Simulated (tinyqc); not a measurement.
Configuration-coordinate model of carrier capture at a defect, step by step. Values are carried at full precision from step to step, so a last printed digit may differ when a step is redone from the rounded ones.

Two parabolas of equal curvature k in one coordinate Q: with the carrier free at the band edge, U_f = k Q^2/2; with the carrier trapped, U_t = k (Q - dQ)^2/2 - ET. ER = k dQ^2/2, Huang-Rhys factor S = ER/hw, hw = 0.0646541 sqrt(k/M) eV for k in eV/angstrom^2 and M in u. The curves cross at a height Eb = (ER - ET)^2/(4 ER) above the free minimum.

Constants: kB = 8.617333262e-05 eV/K.

Parameters, chosen for this exercise (of the size met at a deep level in Si; the results hold for these values, not for the real material): ET = 0.55 eV (thermal depth of the level below the band edge); ER = 0.12 eV (relaxation energy); hw = 0.03 eV (phonon energy of the mode); M = 28 u (mass of the mode); T = 350 K (temperature); nu = 1e+12 1/s (attempt rate).

## The two parabolas

Form S, k, dQ, the crossing point Qc = (ER - ET)/(k dQ), Eb, and the emission barrier Eb + ET.

S = 4.000
k = 6.0285 eV/angstrom^2
dQ = 0.1995 angstrom
Qc = -0.3575 angstrom

barriers (eV): capture 0.3852, emission 0.9352

ER < ET: the crossing lies on the far side of the free minimum (the inverted case), where tunnelling between vibrational states can matter much if Eb is well above hw.

## Optical transitions

Vertical ionisation from the trapped minimum costs ET + ER; vertical capture from the free minimum releases ET - ER (none if negative); the band has a standard deviation sqrt(S hw^2 coth(hw/2kT)) with S = ER/hw, and a full width 2.35482 times that.

energies (eV): ionisation peak 0.670, zero-phonon 0.550, emission peak 0.430

coth(hw/2kT) = 2.1738
standard deviation = 0.0885 eV
full width = 0.2083 eV

Radiative capture would peak at 0.430 eV. The optical peak exceeds the thermal depth by a factor 1.22.

## The multiphonon factor

Multiphonon factor for giving p = ET/hw phonons to the lattice: W = exp(-S (2 nb + 1)) ((nb + 1)/nb)^(p/2) I_p(x), nb = 1/(exp(hw/kT) - 1), x = 2 S sqrt(nb (nb + 1)), I_p the modified Bessel function. Classical limit: W = hw exp(-Eb/kT)/sqrt(4 pi ER kT). At T = 0: exp(-S) S^p/Gamma(p + 1).

Form p, nb, x and ln W, the classical ln W, and the capture time 1/(nu W).

p, nb, x: 18.3333  0.5869  7.7206

ln W: quantum -11.428, classical -14.733

capture time = 9.19e-08 s

The quantum factor is 27.3 times the classical one at kT/hw = 1.01: nuclear tunnelling rules.

## Emission by detailed balance

For equal degeneracies and one band-edge state, emission time = capture time x exp(ET/kT).

ET/kT = 18.236
log10 of the emission time in s = 0.88

## Checks

- Ln W for the nearest whole p against the double Poisson sum over emitted and absorbed phonons: both -11.0556.

tinyqc: `OMP_NUM_THREADS=1 python tinyqc.py 1452740 1452741 out.jsonl`; about 0.01 s, one thread, shared Intel(R) Xeon(R) Processor @ 2.30GHz.
